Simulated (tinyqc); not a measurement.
# Worked calculation: undoped symmetric double-gate MOSFET, analytic potential model

Program tinyqc, `OMP_NUM_THREADS=1 python tinyqc.py 2440138 2440139 out.jsonl`; Intel Xeon 2.30GHz, shared host, one thread, about 0.03 s. Printed values are rounded.

An undoped body of thickness ts between two equal insulators and tied gates; long channel, electrons only, n = ni exp((psi - V)/Vt) with V the quasi-Fermi potential (0 at the source, Vd at the drain), constant mobility, no quantisation. Across the body psi(x) = V - 2 Vt ln[(ts/(2 beta)) sqrt(q ni/(2 eps0 eps_r Vt)) cos(2 beta x/ts)], x from the centre. Q is the electron charge per area of the whole body.

Values chosen for this exercise; material values close to those of gallium arsenide: temperature T = 300 K; band gap Eg = 1.45 eV; relative permittivity of the semiconductor eps_r = 13.1; conduction-band density of states at T Nc = 4.37e17 cm^-3; valence-band density of states at T Nv = 8.86e18 cm^-3; relative permittivity of the gate insulator eox = 22.3; insulator thickness tox = 12 nm; body thickness ts = 25 nm; gate work function less that of the intrinsic body dphi = 0.25 V; channel mobility mu = 220 cm^2/(V s); gate length L = 0.1 um; gate voltage Vg = 1.21 V; drain voltage Vd = 1 V.

Constants: q = 1.602176634e-19 C, kB = 1.380649e-23 J/K, Vt = kB T/q, eps0 = 8.8541878128e-14 F/cm where lengths are in cm. Results are converted to the units shown.

Range of the model: The surface density at the source passes 0.3 Nc, where Boltzmann statistics fail. mu V/L, with V the smaller of Vd and Vg - V0, passes 3e6 cm/s, so velocity saturation, left out here, would lower the current.

## Constants of the body

ni = sqrt(Nc Nv) exp(-Eg/(2 Vt)), Eg in volts; r = eps_r tox/(eox ts); V0 = dphi + 2 Vt ln[(2/ts) sqrt(2 eps0 eps_r Vt/(q ni))].

ni = 1.30165e6 cm^-3
r = 0.281973
V0 = 0.920560 V

## Iteration 1: beta at the source by Newton steps

beta at the start = 1.5

With V = 0: f = ln(beta) - ln(cos beta) + 2 r beta tan(beta) - (Vg - V0)/(2 Vt); f' = 1/beta + tan(beta) + 2 r [tan(beta) + beta/cos^2(beta)]; beta(new) = beta - f/f'.

f = 9.38490
f' = 191.778
beta after iteration 1 = 1.45106

## Iteration 2: beta at the source by Newton steps

As before.

f = 3.70105
f' = 71.0441
beta after iteration 2 = 1.39897

## Course of the iteration: beta at the source by Newton steps

Stop when beta changes by less than 1e-11, or after 40 iterations. beta must stay between 0 and pi/2.

Course of the iteration:
```
iteration	beta	|change|
1	1.45106	0.0489
2	1.39897	0.0521
3	1.37037	0.0286
4	1.36553	4.84e-3
5	1.36542	1.05e-4
6	1.36542	4.67e-8
7	1.36542	9.33e-15
```

Converged in 7 iterations. At the end the number of correct digits about doubles with each step.

## Charges and drain current

beta_s = 1.36542
beta_d = 1.07536e-6

beta (between 0 and pi/2) solves (Vg - V0 - V)/(2 Vt) = ln(beta) - ln(cos beta) + 2 r beta tan(beta). Q = 8 eps0 eps_r Vt beta tan(beta)/ts; I = mu (1/L)(4 eps0 eps_r/ts)(2 Vt)^2 [g(beta_s) - g(beta_d)] per width, g = beta tan(beta) - beta^2/2 + r beta^2 tan^2(beta), with beta_s at V = 0 and beta_d at V = Vd.

Qs = 628.963 nC/cm^2
Qd = 1.10962e-10 nC/cm^2
g(beta_s) = 17.7378
g(beta_d) = 5.78202e-13
I = 193.603 uA/um

The term r beta^2 tan^2(beta), which gives the square law, makes up 68.3 % of g at the source.

## Potential and electron density across the body at the source

x/ts, point 0 to 6: 0  0.1  0.2  0.3  0.4  0.45  0.5

psi(x) as above with V = 0 and beta = beta_s; n = ni exp(psi/Vt).

```
point	psi (V)	n (cm^-3)
0	0.686664	4.46632e17
1	0.688617	4.81668e17
2	0.694793	6.11653e17
3	0.706395	9.58089e17
4	0.726768	2.10698e18
5	0.743164	3.97289e18
6	0.768873	1.07395e19
```

The density at the surface is 24.0 times that at the centre (1/cos^2 beta). It reaches 25 Nc, where Boltzmann statistics overestimate it.
